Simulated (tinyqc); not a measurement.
Inside a calculation. Method: harmonic frequencies on the RHF/sto-3g surface (energies and gradients from PySCF), for BeH+, spin multiplicity 1. One step of it, computed by the program tinyqc.

Task: Normal modes. Diagonalise H_ij / sqrt(m_i m_j); the 5 smallest eigenvalues belong to translations and rotations; wavenumber = sqrt(eigenvalue / 1822.888) x 219474.63; each mode has its largest component positive (the first on a tie); zero-point energy = sum of wavenumbers / 2, with 349.755 1/cm per kcal/mol.

Hessian (symmetrised) (hartree/bohr^2):
```
             1Bex         1Bey         1Bez          2Hx          2Hy          2Hz
1Bex  -0.00000429   0.00000000   0.00000000   0.00000429   0.00000000   0.00000000
1Bey   0.00000000  -0.00000429   0.00000000   0.00000000   0.00000429   0.00000000
1Bez   0.00000000   0.00000000   0.21595865   0.00000000   0.00000000  -0.21595865
2Hx    0.00000429   0.00000000   0.00000000  -0.00000429   0.00000000   0.00000000
2Hy    0.00000000   0.00000429   0.00000000   0.00000000  -0.00000429   0.00000000
2Hz    0.00000000   0.00000000  -0.21595865   0.00000000   0.00000000   0.21595865
```

masses (u): 1Be 9.012182, 2H 1.007825

Give: eigenvalues of the mass-weighted Hessian; harmonic wavenumbers of the vibrations; mass-weighted modes; zero-point energy.

Result:

eigenvalues of the mass-weighted Hessian (hartree/(bohr^2 u)): 0.000  0.000  0.000  0.000  0.000  0.238

harmonic wavenumbers of the vibrations (1/cm): 2509.1

mass-weighted modes:
```
      mode 1
1Bex   0.000
1Bey   0.000
1Bez  -0.317
2Hx    0.000
2Hy    0.000
2Hz    0.948
```

zero-point energy = 3.587 kcal/mol
